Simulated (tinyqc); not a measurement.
# Changing the roughness sigma

Model: sputter depth profiling of a dopant layer: erosion rate, quantification and the mixing-roughness response. Computed by tinyqc, a small Python program. Command: `OMP_NUM_THREADS=1 python tinyqc.py 3029265 3029266 out.jsonl sims sweep`. One thread of a shared host (Intel(R) Xeon(R) Processor @ 2.30GHz), about 0.1 s of CPU time with the checks.

A rastered ion beam erodes silicon (49.94 atoms per nm^3). The measured profile is the true one convolved with a depth response.

Inputs (values chosen for the exercise, modelled on a dopant in silicon under an oxygen or caesium beam):

| quantity | value | unit |
|---|---|---|
| beam energy E | 1.6 | keV |
| beam current | 140 | nA |
| raster side | 300 | um |
| sputter yield at 1 keV | 1.3 | - |
| mixing length at 1 keV | 1.7 | nm |
| depth of the top edge z0 | 49 | nm |
| box width b | 2.2 | nm |
| box concentration C | 7.5e+18 | 1/cm^3 |
| relative sensitivity factor RSF | 4.4e+21 | 1/cm^3 |
| matrix count rate | 340000 | 1/s |
| background count rate | 2.2 | 1/s |
| counting time per point | 1 | s |
| level that defines the junction C_B | 1e+16 | 1/cm^3 |

True profile: box.

Constants: e = 1.602176634e-19 C.

Method:
- Scaling chosen for the exercise: yield Y = Y1 E^0.5, mixing length w = w1 E^0.5 (E in keV).
- Erosion rate = Y I/(e x raster^2 x density); depth step = rate x counting time; concentration = RSF x counts/matrix counts; detection limit = RSF x 3 sqrt(background x time)/(matrix rate x time).
- Mixing alone turns a layer at z0 into (1/w) exp(-(z - z0 + w)/w) for z > z0 - w; roughness adds a Gaussian of width sigma. With x = z - z0 + w: g(x) = (1/(2w)) exp(sigma^2/(2 w^2) - x/w) erfc((sigma/w - x/sigma)/sqrt2), and its integral G(x) = (1/2) erfc(-x/(sigma sqrt2)) - w g(x). Measured: C [G(x) - G(x - b)].
- Find the maximum, the full width at half maximum and the deep point where the profile falls to C_B; far down, the trailing edge decays by w ln(10) per decade.
- Convolution adds means and variances: the response has mean 0 (shift -w plus exponential mean w) and variance w^2 + sigma^2; a box adds the mean b/2 and the variance b^2/12.

One run for each value:

| roughness sigma (nm) | full width at half maximum (nm) | peak concentration (1/cm^3) | maximum minus centroid (nm) | apparent junction depth (nm) |
|---|---|---|---|---|
| 0.15 | 2.992 | 4.6059e+18 | -1.0939 | 62.332 |
| 0.24 | 3.074 | 4.4852e+18 | -1.1099 | 62.341 |
| 0.38 | 3.211 | 4.2949e+18 | -1.1199 | 62.361 |
| 0.61 | 3.492 | 3.9778e+18 | -1.0972 | 62.414 |
| 0.98 | 4.087 | 3.4770e+18 | -0.9865 | 62.550 |
| 1.60 | 5.283 | 2.7810e+18 | -0.7752 | 62.922 |
| 2.50 | 7.169 | 2.1046e+18 | -0.5495 | 63.780 |
| 4.00 | 10.443 | 1.4696e+18 | -0.3334 | 66.037 |

What does the table show, and why?

Over the rows, full width at half maximum (nm) rises from 2.99 to 10.4 (exponent d ln y / d ln x 0.058 between the first rows and 0.80 between the last); peak concentration (1/cm^3) falls from 4.61e18 to 1.47e18 (exponent d ln y / d ln x -0.057 between the first rows and -0.76 between the last); maximum minus centroid (nm) goes from -1.09 through a minimum among these rows, -1.12 at 0.380, to -0.333. Roughness broadens both edges and makes the response more symmetric; far down the tail the slope stays w ln(10).

Caution (all rows): C_B lies below the detection limit, so this point could not be measured.

Extremes, crossings and ranges named in words are read from the listed rows.
